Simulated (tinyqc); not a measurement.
Ion implantation: universal nuclear stopping, Lindhard-Scharff electronic stopping and a Gaussian range profile. Changing the dose Q. Computed by tinyqc, a small Python program. Command: `OMP_NUM_THREADS=1 python tinyqc.py 3029960 3029961 out.jsonl implant sweep`. One thread of a shared host (Intel(R) Xeon(R) Processor @ 2.30GHz), about 0.2 s of CPU time with the checks.

An ion slows by elastic collisions with screened nuclei and by friction with electrons; channelling is ignored and the target is uniform.

Inputs (values chosen for the exercise, modelled on fluorine ions in silicon): ion atomic number Z1 = 9; ion mass M1 = 19 u; target atomic number Z2 = 14; target mass M2 = 28.09 u; target density N = 49.94 1/nm^3; ion energy E = 10 keV; scale factor of electronic stopping k = 1.2; background C_B = 1.1e+15 1/cm^3; displacement energy E_d = 15 eV.

Method:
- Reduced energy eps = 32.53 M2 E/(Z1 Z2 (M1 + M2)(Z1^0.23 + Z2^0.23)), E in keV; s_n = ln(1 + 1.1383 eps)/(2 (eps + 0.01321 eps^0.21226 + 0.19593 eps^0.5)) for eps up to 30 and ln(eps)/(2 eps) above; S_n = 8.462 Z1 Z2 M1 s_n/((M1 + M2)(Z1^0.23 + Z2^0.23)) in 1e-15 eV cm^2.
- S_e = k 3.83 Z1^(7/6) Z2/(Z1^(2/3) + Z2^(2/3))^(3/2) sqrt(E/M1) in 1e-15 eV cm^2, E in keV.
- Path length R = int_0^E dE'/(N (S_n + S_e)); energy lost to nuclei nu = int_0^E S_n/(S_n + S_e) dE' (both with E' = E y^3 and 64 Gauss-Legendre points in y).
- Estimates of Lindhard type: R_p = R/(1 + M2/(3 M1)), straggle dR_p = (2/3) R_p sqrt(M1 M2)/(M1 + M2).
- C(x) = C_p exp(-(x - R_p)^2/(2 dR_p^2)) with C_p = Q/(sqrt(2 pi) dR_p), 1 nm = 1e-7 cm; the profile falls to the background at x_j = R_p + dR_p sqrt(2 ln(C_p/C_B)); the peak atomic fraction is C_p/N.
- Kinchin-Pease count with efficiency 0.8: N_d = 0.8 nu/(2 E_d), taking all of nu as damage energy (an upper estimate, as recoils also lose energy to electrons). Spread over a depth R_p + dR_p, displacements per atom = Q N_d/(N (R_p + dR_p)).

One run for each value:
```
dose Q (1/cm^2)  depth x_j where C falls to C_B (nm)  peak concentration C_p (1/cm^3)  displacements per atom
1.00e+12                                      59.884                       4.3404e+17              1.1035e-03
3.70e+12                                      63.189                       1.6060e+18              4.0831e-03
1.40e+13                                      66.259                       6.0766e+18              1.5449e-02
5.20e+13                                      69.062                       2.2570e+19              5.7384e-02
1.90e+14                                      71.652                       8.2468e+19              2.0967e-01
7.20e+14                                      74.164                       3.1251e+20              7.9455e-01
2.70e+15                                      76.528                       1.1719e+21              2.9795e+00
1.00e+16                                      78.761                       4.3404e+21              1.1035e+01
```

What does the table show, and why?

Over the rows, depth x_j where C falls to C_B (nm) rises from 59.9 to 78.8 (exponent d ln y / d ln x 0.041 between the first rows and 0.022 between the last); peak concentration C_p (1/cm^3) rises from 4.34e17 to 4.34e21 (exponent d ln y / d ln x about 1.0 throughout); displacements per atom rises from 0.00110 to 11.0 (exponent d ln y / d ln x about 1.0 throughout). The exponent of peak concentration C_p stays at 1: the profile scales with dose. The exponent of displacements per atom stays at 1: cascades are counted independently. The dose enters x_j only through the root of a logarithm.

Caution (rows 1.90e14, 7.20e14, 2.70e15, 1.00e16): above a few tenths of a displacement per atom cascades overlap, so the count overstates new damage; heavy ions turn silicon and germanium amorphous at such levels, while light ions such as boron and metal targets anneal much of the damage. Caution (rows 1.00e16): the peak exceeds 5 atomic %, where sputtering and the changed target matter.

Extremes, crossings and ranges named in words are read from the listed rows.
